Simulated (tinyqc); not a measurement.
Coupled-perturbed Hartree-Fock on RHF in the sto-3g basis, for H3+, spin multiplicity 1, step by step. One step of it, computed by the program tinyqc.

Question. Coupled step 1. U_ai = -(mu_ai + sum_bj [4 (ai|bj) - (ab|ij) - (aj|bi)] U_bj) / (e_a - e_i); alpha = -4 sum U_ai mu_ai.

uncoupled U:
```
           i1
a2  -1.346764
a3   0.000000
```

dipole integrals <a|z|i> (bohr):
```
          i1
a2  1.132461
a3  0.000000
```

orbital energies (hartree): MO1 -1.152173, MO2 -0.311297, MO3 0.600851

Two-electron integrals over orbitals (pq|rs), unique and non-zero (hartree):
```
(11|11) 0.629771    (21|21) 0.145435    (22|11) 0.543390    (22|22) 0.580848
(31|11) 0.106687    (31|22) -0.016216   (31|31) 0.128797    (32|21) -0.133851
(32|32) 0.152799    (33|11) 0.637646    (33|22) 0.577494    (33|31) 0.096022
(33|33) 0.691620
```

Give: U after step 1; polarisability.

Answer.

U after step 1:
```
         i1
a2  -1.5183
a3   0.0000
```

polarisability = 6.8775 bohr^3
